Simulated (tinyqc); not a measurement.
A particle near a wafer in liquid: double-layer and van der Waals forces (DLVO), deposition barrier and removal: one step, computed by the program tinyqc. Command: `OMP_NUM_THREADS=1 python tinyqc.py 3110711 3110712 out.jsonl dlvo walk`. One thread of a shared host (Intel(R) Xeon(R) Processor @ 2.30GHz), about 0.01 s of CPU time with the checks.

Sphere and flat wall, Derjaguin approximation, constant potentials in the linear-superposition form, no retardation and no hydration force.

Problem. The curve. U(h) = Z R exp(-kappa h) - A R/(6 h); F(h) = -dU/dh = kappa Z R exp(-kappa h) - A R/(6 h^2), positive for repulsion.

Inputs (values chosen for the exercise, of the order of those for silica on silica in water): particle radius R = 40 nm; Hamaker constant A = 5.4e-21 J; temperature T = 293 K.

kappa = 0.03280680 1/nm

Z = 5.939206 pN

Constants: k_B = 1.380649e-23 J/K.

Give: the table «Against the gap» with the columns kappa h, U (k_B T), F (pN), for h (nm) = 0.4, 0.6, 1.0, 1.5, 2.5, 4.0, 7.0, 12.0, 20.0, 40.0.

Solution.

Against the gap:
```
h (nm)  kappa h  U (k_B T)   F (pN)
0.4      0.0131     35.713  -217.31
0.6      0.0197     42.750   -92.36
1.0      0.0328     47.932   -28.46
1.5      0.0492     49.974    -8.58
2.5      0.0820     50.543     1.42
4.0      0.1312     49.280     4.59
7.0      0.2296     45.406     5.46
12.0     0.3937     38.874     5.01
20.0     0.6561     30.026     3.95
40.0     1.3123     15.587     2.08
```

Caution: kappa R is not large, so the Derjaguin approximation is only rough at gaps of the order of the Debye length. Caution: in rows where h is not small against R, A R/(6 h) overstates the van der Waals term. Caution: in rows with kappa h below 1 linear superposition is only rough.
